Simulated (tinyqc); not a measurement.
# Pillar capacitor in an array: capacitance, non-linearity, leakage and relaxation: several studies

A film between two metal electrodes, each interface adding a series capacitance ci. The small-signal permittivity is ek (1 + aq E^2); the field is found with the linear permittivity. Leakage J = J0 sinh(E/Ef). After a voltage step the film passes a relaxation current kr C V tt^(-nr), tt being the time in seconds. The sidewall is a coaxial capacitor with radii a = dm/2 and b = dm/2 + t, depth AR dm; the end face is left out.

Inputs (values chosen for the exercise); permittivity of the order of that of hafnium oxide: relative permittivity of the film ek = 21.5; film thickness t = 8.6 nm; capacitance of each electrode interface (dead layer and screening) ci = 130 uF/cm^2; quadratic field coefficient of the permittivity aq = 0.0043 cm^2/MV^2; bias V = 1.9 V; exponent of the relaxation current nr = 0.987; strength of the relaxation kr = 0.00073; leakage prefactor J0 = 1.1e-11 A/cm^2; field for an e-fold rise of the leakage Ef = 0.43 MV/cm; diameter of the pillar dm = 65 nm; pitch of the square array pt = 150 nm; resistivity of the inner electrode rho = 270 uohm cm; duration of the write pulse t0 = 2e-8 s.

Constants: eps0 = 8.8541878128e-14 F/cm where lengths are in cm. Results are converted to the units shown.

Each table varies one quantity; the others keep the values above.

## Capacitance, non-linearity and leakage against thickness

Planar film: Cf = eps0 ek/t, 1/C = 1/Cf + 2/ci, EOT = 3.9 eps0/C, effective permittivity C t/eps0, E = (V/t) C/Cf; quadratic coefficient [C(V)/C - 1]/V^2 with Cf (1 + aq E^2) in C(V).

Capacitance, non-linearity and leakage against thickness:

| t (nm) | C (uF/cm^2) | EOT (nm) | effective permittivity | E (MV/cm) | quadratic coefficient (ppm/V^2) | J (A/cm^2) |
|---|---|---|---|---|---|---|
| 3.7 | 4.768 | 0.7243 | 19.92 | 4.758 | 2.482e4 | 3.519e-7 |
| 5.2 | 3.466 | 0.9964 | 20.35 | 3.459 | 1.346e4 | 1.714e-8 |
| 7.4 | 2.475 | 1.395 | 20.68 | 2.470 | 6982 | 1.717e-9 |
| 10 | 1.849 | 1.867 | 20.89 | 1.846 | 3942 | 4.024e-10 |
| 15 | 1.245 | 2.774 | 21.09 | 1.242 | 1803 | 9.859e-11 |
| 21 | 0.8940 | 3.862 | 21.20 | 0.8923 | 935.3 | 4.312e-11 |
| 30 | 0.6284 | 5.495 | 21.29 | 0.6272 | 464.0 | 2.237e-11 |
| 42 | 0.4501 | 7.672 | 21.35 | 0.4492 | 238.7 | 1.370e-11 |
| 60 | 0.3157 | 10.94 | 21.40 | 0.3151 | 117.7 | 8.803e-12 |

What does the comparison show?

C falls from 4.77 to 0.316 uF/cm^2 while the effective permittivity goes from 19.9 to 21.4 (ek = 21.5). EOT is a straight line in t with slope 3.9/ek = 0.181 and intercept 0.0531 nm. The quadratic coefficient goes as t^(-1.80) between the first two rows and t^(-1.98) between the last two (-2 without interfaces), and J falls by 4.60 decades. For t = 3.7 direct tunnelling, left out, would add to the leakage.

## Cell against the aspect ratio

Per length 1/c = ln(b/a)/(2 pi eps0 ek) + (1/a + 1/b)/(2 pi ci); cell capacitance c AR dm; per footprint over pt^2; fields c V/(2 pi eps0 ek r) at r = a and b; resistance of the inner electrode rho AR dm/(pi a^2); time constant R C/3 of the distributed line.

The same in every row: field at a (MV/cm) = 2.407; field at b (MV/cm) = 1.904.

Cell against the aspect ratio:

| AR | cell capacitance (fF) | per footprint (uF/cm^2) | R (kohm) | R C/3 (ps) |
|---|---|---|---|---|
| 5 | 1.601 | 7.115 | 0.2644 | 0.1411 |
| 10 | 3.202 | 14.23 | 0.5289 | 0.5644 |
| 20 | 6.403 | 28.46 | 1.058 | 2.258 |
| 30 | 9.605 | 42.69 | 1.587 | 5.080 |
| 50 | 16.01 | 71.15 | 2.644 | 14.11 |
| 70 | 22.41 | 99.61 | 3.702 | 27.66 |
| 100 | 32.02 | 142.3 | 5.289 | 56.44 |

What does the table show?

As AR goes from 5 to 100, the cell capacitance rises from 1.60 to 32.0 fF, the capacitance per footprint rises from 7.11 to 142 uF/cm^2, the ratio of the two fields stays at 1.26 and R C/3 rises from 0.141 to 56.4 ps; the time constant goes as AR^(2.00) between the first two rows and AR^(2.00) between the last two.

## Charge lost after writing

Planar film: Cf = eps0 ek/t, 1/C = 1/Cf + 2/ci, EOT = 3.9 eps0/C, effective permittivity C t/eps0, E = (V/t) C/Cf. A capacitor written for t0 and then left open loses, as a share of C V, kr (tt^(1 - nr) - t0^(1 - nr))/(1 - nr) by relaxation and J tt/(C V) by leakage; both are taken as small, and rows far outside that range are left out.

The same in every row: leakage current (nA/cm^2) = 0.7911.

Results:

| tt (s) | relaxation current (nA/cm^2) | loss by relaxation (%) | loss by leakage (%) | total loss (%) |
|---|---|---|---|---|
| 1e-6 | 2.481e6 | 0.2327 | 1.945e-8 | 0.2327 |
| 1e-5 | 2.556e5 | 0.3752 | 1.945e-7 | 0.3752 |
| 0.0001 | 2.634e4 | 0.5222 | 1.945e-6 | 0.5222 |
| 0.001 | 2714 | 0.6735 | 1.945e-5 | 0.6735 |
| 0.01 | 279.7 | 0.8295 | 1.945e-4 | 0.8297 |
| 1 | 2.969 | 1.156 | 0.01945 | 1.175 |
| 10 | 0.3059 | 1.326 | 0.1945 | 1.521 |
| 100 | 0.03152 | 1.502 | 1.945 | 3.447 |

Estimate the missing row, tt = 0.1 s.

Computed row:

| tt (s) | relaxation current (nA/cm^2) | loss by relaxation (%) | loss by leakage (%) | total loss (%) |
|---|---|---|---|---|
| 0.1 | 28.82 | 0.9902 | 0.001945 | 0.9922 |

With this row back in the table: The two currents are equal at tt = 3.82 s. The loss by relaxation grows from 0.233 to 1.50 %, by 0.143 points over the first decade and 0.176 over the last, while the loss by leakage grows tenfold a decade. Leakage is the larger loss for tt = 100 s.

Program tinyqc, `OMP_NUM_THREADS=1 python tinyqc.py 2102201 2102202 out.jsonl`; Intel Xeon 2.30GHz, shared host, one thread, about 0.01 s.
